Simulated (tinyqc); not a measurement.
## Margin needed against array size

Cells fail independently with probability Q(k) = erfc(k/sqrt(2))/2 when the margin is k standard deviations, and Y = exp(-Nb Q(k)). phi = exp(-k^2/2)/sqrt(2 pi).  k solves Y = exp(-Nb Q(k)); the estimate is sqrt(2 ln(Nb/(-ln Y))).

Parameters, values chosen for the exercise:
- Y = 0.57 (wanted yield)

Result of one run:
```
Nb	allowed Q	k	estimate
1073741824	5.235e-10	6.102	6.538
```

What becomes of these results when the number of cells Nb is changed from 1073741824 to 4194304, all else the same?

Result of the changed run:
```
Nb	allowed Q	k	estimate
4194304	1.340e-7	5.145	5.626
```

The whole series:
```
Nb	allowed Q	k	estimate
64	0.008783	2.375	3.077
1024	5.489e-4	3.264	3.875
16384	3.431e-5	3.981	4.534
262144	2.144e-6	4.597	5.109
4194304	1.340e-7	5.145	5.626
67108864	8.376e-9	5.643	6.099
1073741824	5.235e-10	6.102	6.538
```

A 1.68e7-fold larger array raises k only from 2.37 to 6.10; the last factor of 16 costs 0.46 standard deviations. The estimate, which drops the factor 1/(k sqrt(2 pi)) of the tail, is 30 % above k in the first row and 7.1 % above it in the last.

Computed by the program tinyqc: `OMP_NUM_THREADS=1 python tinyqc.py 2090031 2090032 out.jsonl`, one thread of a shared Intel Xeon 2.30GHz, about 0.01 s for the whole run.
